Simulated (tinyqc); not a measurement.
Worked calculation: three-band (Emery) model of a CuO2 plane downfolded to one band. Values are carried at full precision from step to step, so a last printed digit may differ when a step is redone from the rounded ones.

Electron picture, d at 0 and the oxygen p orbitals at -D; sx = sin(kx a/2), sy = sin(ky a/2). H = [[0, 2 tpd sx, -2 tpd sy], [., -D, -4 tpp sx sy], [., ., -D]], real and symmetric. The top (antibonding) band crosses the Fermi level.

Values chosen for the exercise (of the size used for cuprate planes; the results hold for these values, not for the real material):
```
symbol  value         unit  meaning
D       2.7           eV    ed - ep
tpd     1.52          eV    d-p hopping
tpp     0.45          eV    p-p hopping
k       (0.17, 0.76)  pi/a  wave vector
```

## H at one k

Fill in the matrix.

sx, sy: [0.26387, 0.92978]

H (eV), rows d, px, py and columns alike:
$$\begin{pmatrix}
0 & 0.8022 & -2.8265 \\
0.8022 & -2.7000 & -0.4416 \\
-2.8265 & -0.4416 & -2.7000
\end{pmatrix}$$

## Exact levels

Diagonalise.

levels (eV): [-4.4842, -2.8775, 1.9616]

weights of the top band: d 0.6904, px 0.0370, py 0.2725

## Loewdin downfolding onto d

h(E) = H_dd + V (E - H_pp)^-1 V^T with V = H_dp. The level solves E = h(E). Newton: start at E = 0, set Z = 1/(1 - dh/dE) = 1/(1 + |(E - H_pp)^-1 V^T|^2) and E(new) = E + Z (h - E); stop when the step is below 1e-9 eV.

Iterations:
```
i   E (eV)  h(E) (eV)       Z
0  0.00000    3.56744  0.4002
1  1.42786    2.23443  0.6319
2  1.93750    1.97251  0.6880
3  1.96158    1.96164  0.6904
4  1.96163    1.96163  0.6904
```

The first value, h(0) = 3.5674 eV, is the energy-independent downfolding; the root is 1.9616 eV, so h(0) is 82 % too high. The final Z is the d weight of the state.

## Hoppings of the top band

One-band form E = e0 - 2t (cos kx + cos ky) - 4t' cos kx cos ky - 2t'' (cos 2kx + cos 2ky) - 4t''' (cos 2kx cos ky + cos kx cos 2ky), k in 1/a. Each hopping is minus the mean of E cos(m kx) cos(n ky) over a 12 x 12 mesh, k = (j + 1/2) 2 pi/12.

Fourier coefficients of the exact top band.

e0, t, t', t'', t''' (eV): [2.1243, 0.4678, 0.0020, 0.0389, 0.0036]

t'/t = 0.004

## The one-band model at k

Evaluate the one-band form at k with e0 and t alone, with t' added, and with all four hoppings.

E (eV): (t alone) 2.0010, (t and t') 2.0061, (all four) 1.9681

The three-band value is 1.9616 eV.

## Checks

- Top level at (1,1) against the root of E (E + D - 4 tpp) = 8 tpd^2: both 3.87270.

Run: tinyqc, `OMP_NUM_THREADS=1 python tinyqc.py 1452392 1452393 out.jsonl`; Intel(R) Xeon(R) Processor @ 2.30GHz, one thread, shared host; about 0.02 s of CPU time with all checks.
